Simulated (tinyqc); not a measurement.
Isotope shift of the local mode: vibrations of a mass or spring defect in a linear chain. Computed by tinyqc, a small Python program. Command: `OMP_NUM_THREADS=1 python tinyqc.py 3000401 3000402 out.jsonl localmode walk`. One thread of a shared host (Intel(R) Xeon(R) Processor @ 2.30GHz), about 0.01 s of CPU time with the checks.

A ring of N atoms with nearest-neighbour springs k and motion along the chain. Atom 1 is the defect, of mass M', and its two springs are k'. All other atoms have the mass M.

Inputs (values chosen for the exercise, for a model chain):
```
quantity,value,unit
spring constant k,9.34,eV/angstrom^2
host mass M,93.1,u
defect mass M',24.2,u
spring ratio k'/k at the defect,1.5,-
isotope mass step,1,u
```

Host: monatomic.

Constants: nu for 1 eV/(angstrom^2 u) = 15.6333042 THz.

Method:
- Host band: lambda from 0 to 4k/M.
- nu = 15.6333042 THz x sqrt(lambda), lambda in eV/(angstrom^2 u).
- D_ii = (sum of the two springs at i)/M_i, D_ij = -k_ij/sqrt(M_i M_j) for neighbours, closed into a ring.
- The same matrix for 120 atoms; amplitudes are the mass-weighted eigenvector, in size, relative to the defect, for the highest mode; its weight is the squared component of the normalised eigenvector on the defect.
- Raise M' by the isotope step in the 120-atom ring. First order, good only for a step much smaller than M': Delta nu/nu = -(1/2) (weight on the defect) Delta M'/M'; a defect vibrating against fixed neighbours would give sqrt(M'/(M' + step)) - 1.

highest frequency, long ring = 17.9743 THz

weight of the highest mode on the defect = 0.865248

shift, exact = -1.7308 %

shift, first order = -1.7877 %

shift, fixed neighbours = -2.0042 %

What does the comparison show, and why?

The shift is 86 % of the fixed-neighbour value; all other atoms together carry 13 % of the kinetic energy of the mode.

Extremes, crossings and ranges named in words are read from the listed rows.
